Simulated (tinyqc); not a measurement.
## Doping and voltage from widths and field

Inverse problem. In the depletion approximation an abrupt p-n junction has a triangular field: peak E = q Nd xn/(eps0 eps_r) = q Na xp/(eps0 eps_r), W = xn + xp, and Vbi - V = E W/2. Find Nd, Na and Vbi - V.

Parameters, values chosen for the exercise: relative permittivity eps_r = 7.61.

Constants: q = 1.602176634e-19 C, eps0 = 8.8541878128e-14 F/cm where lengths are in cm. Results are converted to the units shown.

W = 127.94176 nm
peak field = 1391.7700 kV/cm
xn = 64.320450 nm

Solution. Gauss's law on each side gives its doping from the peak field and its width; the voltage is the area of the triangle.

Nd = 9.100e17 cm^-3
Na = 9.200e17 cm^-3
Vbi - V = 8.903 V

Computed by the program tinyqc: `OMP_NUM_THREADS=1 python tinyqc.py 2000117 2000118 out.jsonl`, one thread of a shared Intel Xeon 2.30GHz, about 0.01 s for the whole run.
